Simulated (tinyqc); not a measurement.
Chemical-mechanical planarisation: Preston law, pattern density and step-height reduction: one step, computed by the program tinyqc.

A row of 10 cells, repeated periodically, holds raised features that cover a share rho of each cell.

Task: Effective density. The stiff pad averages the density: rho_eff(i) = sum_j w_ij rho_j / sum_j w_ij, w = exp(-2 d^2/L^2), L the planarisation length and d the distance between cell centres, summed over all periodic images of cell j.

Inputs (values chosen for the exercise, close to those used for copper polishing): cell size = 0.93 mm; planarisation length = 2.5 mm.

local pattern densities, cell by cell: [0.4, 0.1, 0.25, 0.25, 0.1, 0.1, 0.9, 0.3, 0.7, 0.2]

Give: normalised weights (images included) for cells 0, 1, 2, ... apart; effective densities.

Result:

normalised weights (images included) for cells 0, 1, 2, ... apart: [0.2968, 0.2251, 0.0981, 0.0246, 0.0036, 0.0006]

effective densities: [0.2966, 0.2417, 0.2153, 0.2067, 0.2351, 0.3334, 0.4491, 0.4922, 0.4541, 0.3757]

Local densities span 0.1 to 0.9, effective ones 0.207 to 0.492.
